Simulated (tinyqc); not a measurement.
# Front-illuminated p-i-n photodiode, quantum efficiency and bandwidth: effects of single changes

Light enters through a p layer (0 to xp), a depleted layer (xp to xp + wi) and a thick n substrate, decaying as exp(-al x); one pass, no back reflection. Carriers made in the depleted layer are all collected; those in the neutral layers diffuse.

Inputs (values chosen for the exercise); values close to those of 4H silicon carbide at this wavelength: wavelength lam = 280 nm; absorption coefficient al = 15600 1/cm; reflectance of the front face Rf = 0.02; relative permittivity eps_r = 9.55; thickness of the front p layer xp = 0.17 um; thickness of the depleted layer wi = 0.8 um; electron diffusion coefficient in the p layer Dn = 2.7 cm^2/s; electron diffusion length in the p layer Ln = 11 um; recombination velocity of the front surface S = 70000 cm/s; hole diffusion length in the thick n substrate Lp = 0.95 um; electron drift velocity ve = 1.94e7 cm/s; hole drift velocity vh = 1.43e7 cm/s; diameter dia = 12 um; load resistance RL = 50 ohm; parasitic capacitance Cp = 20 fF.

Constants: q = 1.602176634e-19 C, h = 6.62607015e-34 J s, c = 299792458 m/s, eps0 = 8.8541878128e-14 F/cm where lengths are in cm. Results are converted to the units shown.

Each table varies one quantity; the others keep the values above.

## Efficiency and bandwidth against the thickness of the depleted layer

k = al Ln, s = S Ln/Dn, e = exp(-al xp); front layer f1 = (k/(k^2 - 1)) {[s + k - e (s cosh(xp/Ln) + sinh(xp/Ln))]/[s sinh(xp/Ln) + cosh(xp/Ln)] - k e}; depleted layer f2 = e (1 - exp(-al wi)); substrate f3 = e exp(-al wi) al Lp/(1 + al Lp); external efficiency (1 - Rf)(f1 + f2 + f3); responsivity = efficiency q lam/(h c). Drift response for pairs made in the depleted layer, a = al wi, g = 1 - exp(-a), u = 2 pi i f, te = wi/ve, th = wi/vh: electrons He = [g - a (exp(-a) - exp(-u te))/(u te - a)]/(u te g), holes Hh = [g - a (1 - exp(-a - u th))/(a + u th)]/(u th g); C = eps0 eps_r pi (dia/2)^2/wi + Cp; total |He + Hh|/sqrt(1 + (2 pi f RL C)^2), for the current of the depleted layer alone. Limits are the frequencies at which each factor falls to 1/sqrt(2); inverse-square sum (f_transit^-2 + f_RC^-2)^(-1/2); the diffusion currents f1 and f3 are left out of the bandwidth.

Efficiency and bandwidth against the thickness of the depleted layer:

| wi (um) | f2 | f1 + f3 | responsivity (A/W) | transit limit (GHz) | RC limit (GHz) | 3 dB bandwidth (GHz) | inverse-square sum (GHz) | bandwidth x (1 - Rf) f2 (GHz) |
|---|---|---|---|---|---|---|---|---|
| 0.1 | 0.1108 | 0.5876 | 0.1546 | 901.6 | 27.53 | 27.51 | 27.51 | 2.987 |
| 0.17 | 0.1787 | 0.5470 | 0.1606 | 533.5 | 41.74 | 41.57 | 41.62 | 7.279 |
| 0.28 | 0.2715 | 0.4916 | 0.1689 | 326.8 | 58.78 | 57.52 | 57.85 | 15.30 |
| 0.48 | 0.4043 | 0.4123 | 0.1807 | 193.4 | 79.73 | 72.08 | 73.71 | 28.56 |
| 0.8 | 0.5468 | 0.3272 | 0.1934 | 118.3 | 99.61 | 73.06 | 76.21 | 39.16 |
| 1.3 | 0.6661 | 0.2560 | 0.2041 | 74.22 | 116.4 | 60.34 | 62.57 | 39.39 |
| 2.3 | 0.7458 | 0.2084 | 0.2112 | 42.17 | 131.8 | 39.56 | 40.16 | 28.92 |
| 3.8 | 0.7650 | 0.1970 | 0.2129 | 24.83 | 141.4 | 24.33 | 24.45 | 18.24 |
| 6.4 | 0.7670 | 0.1958 | 0.2131 | 14.12 | 148.1 | 14.04 | 14.06 | 10.55 |

What does the table show?

As wi goes from 0.1 to 6.4, the responsivity rises from 0.155 to 0.213 A/W and the bandwidth goes from 27.5 through a maximum of 73.1 (at wi = 0.8 among the rows listed) to 14.0 GHz. The RC limit is the lower one for wi = 0.1, 0.17, 0.28, 0.48, 0.8, the transit limit elsewhere. Adding inverse squares of the two limits is within 4.3 % of the full result. The product of bandwidth and fast efficiency goes from 2.99 through a maximum of 39.4 (at wi = 1.3 among the rows listed) to 10.6 GHz. For wi = 0.1, 0.17, 0.28, 0.48, 0.8, 1.3 the diffusion currents exceed 0.3 of the drift current; their own response times, left out, may then shape the whole response.

## Efficiency and bandwidth against the diameter

Same model as above.

The same in every row: f2 = 0.5468; f1 + f3 = 0.3272; responsivity (A/W) = 0.1934; transit limit (GHz) = 118.3.

Result of one run:

| dia (um) | RC limit (GHz) | 3 dB bandwidth (GHz) | inverse-square sum (GHz) | bandwidth x (1 - Rf) f2 (GHz) |
|---|---|---|---|---|
| 500 | 0.1532 | 0.1532 | 0.1532 | 0.08212 |

What becomes of these results when the diameter dia is changed from 500 to 1000 um, all else the same?

Result of the changed run:

| dia (um) | RC limit (GHz) | 3 dB bandwidth (GHz) | inverse-square sum (GHz) | bandwidth x (1 - Rf) f2 (GHz) |
|---|---|---|---|---|
| 1000 | 0.03833 | 0.03833 | 0.03833 | 0.02054 |

The whole series:

| dia (um) | RC limit (GHz) | 3 dB bandwidth (GHz) | inverse-square sum (GHz) | bandwidth x (1 - Rf) f2 (GHz) |
|---|---|---|---|---|
| 5 | 144.2 | 87.65 | 91.47 | 46.97 |
| 10 | 112.5 | 78.06 | 81.52 | 41.83 |
| 20 | 59.83 | 51.89 | 53.39 | 27.81 |
| 50 | 13.99 | 13.86 | 13.89 | 7.427 |
| 100 | 3.744 | 3.742 | 3.742 | 2.005 |
| 200 | 0.9529 | 0.9528 | 0.9528 | 0.5106 |
| 500 | 0.1532 | 0.1532 | 0.1532 | 0.08212 |
| 1000 | 0.03833 | 0.03833 | 0.03833 | 0.02054 |

As dia goes from 5 to 1000, the responsivity stays at 0.193 A/W and the bandwidth falls from 87.6 to 0.0383 GHz. The RC limit is the lower one for dia = 10, 20, 50, 100, 200, 500, 1000, the transit limit elsewhere. Adding inverse squares of the two limits is within 4.4 % of the full result. In every row the diffusion currents exceed 0.3 of the drift current; their own response times, left out, may then shape the whole response.

Numbers from tinyqc (`OMP_NUM_THREADS=1 python tinyqc.py 2250042 2250043 out.jsonl`; about 0.01 s on one thread of a shared Intel Xeon 2.30GHz).
